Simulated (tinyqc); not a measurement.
# Hall measurement with a parallel conducting layer

Two layers in parallel, unit Hall factors, low field: 1/Rs = q (ns mu + n2 m2); apparent mobility (ns mu^2 + sg n2 m2^2)/(ns mu + n2 m2); apparent density (ns mu + n2 m2)^2/(ns mu^2 + sg n2 m2^2); a negative value means the sign of the second layer.

Values chosen for this exercise:

| symbol | value | unit | meaning |
|---|---|---|---|
| ns | 7.5e13 | cm^-2 | sheet density of the layer |
| mu | 490 | cm^2/(V s) | drift mobility |
| m2 | 110 | cm^2/(V s) | mobility of the parallel layer |
| sg | -1 |  | sign of its carriers relative to the first layer |

Constants: q = 1.602176634e-19 C. Results are converted to the units shown.

Hall measurement with a parallel conducting layer:

| n2 (cm^-2) | Rs (ohm/square) | apparent density (cm^-2) | apparent mobility (cm^2/(V s)) | share of the conductance in layer 2 (%) |
|---|---|---|---|---|
| 2e11 | 169.7 | 7.510e13 | 489.6 | 0.05983 |
| 1e12 | 169.3 | 7.550e13 | 488.2 | 0.2984 |
| 4e12 | 167.8 | 7.701e13 | 482.9 | 1.183 |
| 2e13 | 160.2 | 8.540e13 | 456.1 | 5.648 |
| 8e13 | 137.0 | 1.218e14 | 374.1 | 19.32 |
| 3e14 | 89.48 | 3.384e14 | 206.1 | 47.31 |
| 1e15 | 42.53 | 3.645e15 | 40.26 | 74.96 |
| 5e15 | 10.64 | -8.102e15 | -72.42 | 93.74 |
| 2e16 | 2.790 | -2.234e16 | -100.1 | 98.36 |

What does the comparison show?

The apparent mobility falls from 490 to -100 cm^2/(V s), between mu = 490 and sg m2 = -110. The Hall signal vanishes at n2 = ns (mu/m2)^2 = 1.49e15 cm^-2, where the apparent density diverges.

Numbers from tinyqc (`OMP_NUM_THREADS=1 python tinyqc.py 2850217 2850218 out.jsonl`; about 0.01 s on one thread of a shared Intel Xeon 2.30GHz).
